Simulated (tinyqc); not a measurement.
# Resistance of a source-drain extension with a graded tip: what changes with what

y runs along the channel, the gate covers y > 0. The doping is N0 for y < y0 and N0 10^(-(y - y0)/la) beyond, uniform over the depth xj. Sheet conductance s(y) = q mu(N) max(N - Nch, 0) xj + (for y > 0) ma Cox Vo, with mu(N) = u0 + (u1 - u0)/(1 + (N/Nr)^au) and Cox = eps0 eox/tox. Current is taken as one-dimensional; depletion of the tip, spreading and the contact are left out. The metallurgical junction lies at yj, where N = Nch.

Parameters, values chosen for the exercise; mobility law close to that of electrons in silicon:
```
symbol,value,unit,meaning
eox,24.7,,relative permittivity of the gate insulator (close to zirconium oxide)
tox,8.1,nm,insulator thickness
N0,1.3e20,cm^-3,active doping of the extension far from the gate
la,2.6,nm/decade,lateral abruptness
y0,1.6,nm,position under the gate where the fall begins (gate edge at 0)
xj,12,nm,depth of the extension
Nch,3.6e17,cm^-3,channel doping
Ls,14,nm,spacer length
Vo,0.87,V,gate overdrive
ma,140,cm^2/(V s),mobility of the gate-induced layer
u1,1414,cm^2/(V s),mobility at low doping
u0,68.5,cm^2/(V s),mobility at high doping
Nr,9.2e16,cm^-3,reference doping
au,0.711,,exponent
Lg,60,nm,gate length
```

Constants: q = 1.602176634e-19 C, eps0 = 8.8541878128e-14 F/cm where lengths are in cm. Results are converted to the units shown.

Each table varies one quantity; the others keep the values above.

## Abruptness at a fixed junction position

R_spacer = integral of dy/s from -Ls to 0, R_ov from 0 to yj, R_channel = (Lg - 2 yj)/(ma Cox Vo), R_total = 2 R_spacer + 2 R_ov + R_channel. Electrical length L_eff = ma Cox dR_total/d(1/Vo); R_series = R_total - L_eff/(ma Cox Vo). y0 is moved with la so that yj stays at 8.2499 nm.

The same in every row: yj (nm) = 8.250; R_channel (ohm um) = 132.3.

Results:
```
la (nm/decade)	R_spacer (ohm um)	R_ov (ohm um)	R_total (ohm um)	L_eff (nm)	R_series (ohm um)
1	7.371	7.421	161.9	46.10	21.67
1.9	7.371	10.77	168.6	48.12	22.23
3.8	7.793	17.56	183.0	52.31	23.90
4.8	10.91	19.67	193.4	53.99	29.27
5.7	16.49	20.78	206.8	55.03	39.49
6.7	25.51	21.58	226.5	55.83	56.68
7.6	35.86	22.06	248.1	56.35	76.78
```

Estimate the missing row, la = 2.9 nm/decade.

Computed row:
```
la (nm/decade)	R_spacer (ohm um)	R_ov (ohm um)	R_total (ohm um)	L_eff (nm)	R_series (ohm um)
2.9	7.371	14.49	176.0	50.36	22.84
```

With this row back in the table: As la goes from 1 to 7.6 nm/decade, R_total rises from 162 to 248 ohm um, R_spacer rises from 7.37 to 35.9 ohm um and R_ov rises from 7.42 to 22.1 ohm um. R_total changes on average by 13.1 ohm um for each nm/decade. L_eff exceeds the metallurgical length by 2.60 nm in the first row and 12.9 nm in the last, since the gate also controls the lightly doped tips.

## Effect of the gate overdrive

Same model as above.

The same in every row: yj (nm) = 8.250; R_spacer (ohm um) = 7.371.

Result of one run:
```
Vo (V)	R_ov (ohm um)	R_channel (ohm um)	R_total (ohm um)	L_eff (nm)	R_series (ohm um)
0.45	20.87	255.7	312.2	48.08	29.53
```

What becomes of these results when the gate overdrive Vo is changed from 0.45 to 0.75 V, all else the same?

Result of the changed run:
```
Vo (V)	R_ov (ohm um)	R_channel (ohm um)	R_total (ohm um)	L_eff (nm)	R_series (ohm um)
0.75	14.83	153.4	197.8	49.31	23.89
```

The whole series:
```
Vo (V)	R_ov (ohm um)	R_channel (ohm um)	R_total (ohm um)	L_eff (nm)	R_series (ohm um)
0.15	39.95	767.2	861.8	45.92	51.95
0.3	26.90	383.6	452.1	47.20	35.93
0.45	20.87	255.7	312.2	48.08	29.53
0.6	17.27	191.8	241.1	48.76	26.07
0.75	14.83	153.4	197.8	49.31	23.89
0.9	13.05	127.9	168.7	49.78	22.40
1.05	11.70	109.6	147.7	50.18	21.31
1.2	10.62	95.90	131.9	50.53	20.48
```

As Vo goes from 0.15 to 1.2, R_total falls from 862 to 132 ohm um, L_eff rises from 45.9 to 50.5 nm and R_series falls from 52.0 to 20.5 ohm um. Both extracted quantities depend on the overdrive at which they are taken.

Computed by the program tinyqc: `OMP_NUM_THREADS=1 python tinyqc.py 2282043 2282044 out.jsonl`, one thread of a shared Intel Xeon 2.30GHz, about 0.05 s for the whole run.
